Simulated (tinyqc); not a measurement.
From results back to parameters: valley splitting in a one-orbital chain of atomic planes (second-neighbour model). Two cases, with inputs chosen for the exercise.

Problem. For E(phi) = e0 + 2 v cos(phi) + 2 u cos(2 phi) with u, v > 0 and planes a/4 apart, the heights of the band at phi = 0 and phi = pi above its minimum were computed from hidden u and v; c = hbar^2/2m0.

Constants: hbar^2/2m0 = 3.80998211 eV angstrom^2.

Find: u, v; phi0; mass at the minimum.

Method. E - Emin = 4u (cos(phi) + v/(4u))^2. The difference of the two heights is 4v, and for v < 4u the sum of their square roots is 4 sqrt(u). The mass is (2c)/((a/4)^2 (8u - v^2/(2u))).

Case 1.

Values chosen (out of a larger set: near those of the Delta valleys of silicon; abrupt walls in this chain split the valleys several times more than measured wells; not measured data): a = 5.422 angstrom (lattice constant; planes lie a/4 apart).

E(0) - Emin = 3.803240 eV
E(pi) - Emin = 1.207240 eV

Solution.

u, v (eV): 0.581  0.649

phi0 = 1.8538 rad
mass at the minimum = 0.968 m0

Case 2.

Values chosen (out of a larger set: near those of the Delta valleys of silicon; abrupt walls in this chain split the valleys several times more than measured wells; not measured data): a = 5.437 angstrom (lattice constant; planes lie a/4 apart).

E(0) - Emin = 3.542154 eV
E(pi) - Emin = 1.386154 eV

Solution.

u, v (eV): 0.585  0.539

phi0 = 1.8032 rad
mass at the minimum = 0.931 m0

Computed by tinyqc, one run a case: `OMP_NUM_THREADS=1 python tinyqc.py N N+1 out.jsonl` with N = 1451096, 1451149; one thread of a shared Intel(R) Xeon(R) Processor @ 2.30GHz, about 0.02 s a run at most.
